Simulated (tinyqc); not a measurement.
Worked calculation: plane-wave Kohn-Sham cycle with exchange-only LDA in a layered model solid. Computed by tinyqc, a small Python program that keeps every step. Settings: points = 16, plane-wave index or count = 3, electrons = 2, k points = 3, area = 11.0, mixing = 0.5, iteration cap = 58, Kerker q0 = 0.92. Command: `OMP_NUM_THREADS=1 python tinyqc.py 23974 23975 out.jsonl` (the two numbers bound the seeds that draw the settings). One thread of a shared host (Intel(R) Xeon(R) Processor @ 2.60GHz), about 0.02 s of CPU time with the checks.

A solid whose potential varies along x alone (atomic units):
```
parameter                      value
period a                   15.900000
cross-section of the cell  11.000000
electrons per cell                 2
grid points                       16
plane waves -n..n, n               3
k points                           3
V1 in V1 cos(2 pi x/a)     -0.330000
```

Stop when sqrt(dV sum R^2) is below 1e-8, dV = a A/N.

Course of the cycle:
```
iteration  E (hartree)  norm of the residual
1          -0.77592135              2.08e-01
2          -0.58475215              1.55e-01
3          -0.46956885              1.12e-01
4          -0.41179630              7.74e-02
5          -0.39094692              4.56e-02
6          -0.38607556              2.73e-02
7          -0.38446914              1.56e-02
8          -0.38393478              9.88e-03
9          -0.38377171              6.73e-03
10         -0.38372121              6.28e-03
11         -0.38372226              6.64e-03
...                ...                   ...
48         -0.38631127              4.72e-02
49         -0.38771684              4.72e-02
50         -0.38631127              4.72e-02
51         -0.38771683              4.72e-02
52         -0.38631127              4.72e-02
53         -0.38771683              4.72e-02
54         -0.38631126              4.72e-02
55         -0.38771682              4.72e-02
56         -0.38631126              4.72e-02
57         -0.38771682              4.72e-02
58         -0.38631126              4.72e-02
```

Can the last value be used, and what does the course show?

Not by the stop rule. Not converged within 58 iterations: the residual has stopped falling: the iteration swings between two states. Reruns (cap 100 unless said): mixing 0.1: not converged; mixing 0.5, Kerker q0 1.0: not converged; mixing 0.3, Pulay depth 5: converged in 26 (E = -0.38366); the original settings with a cap of 400: not converged.
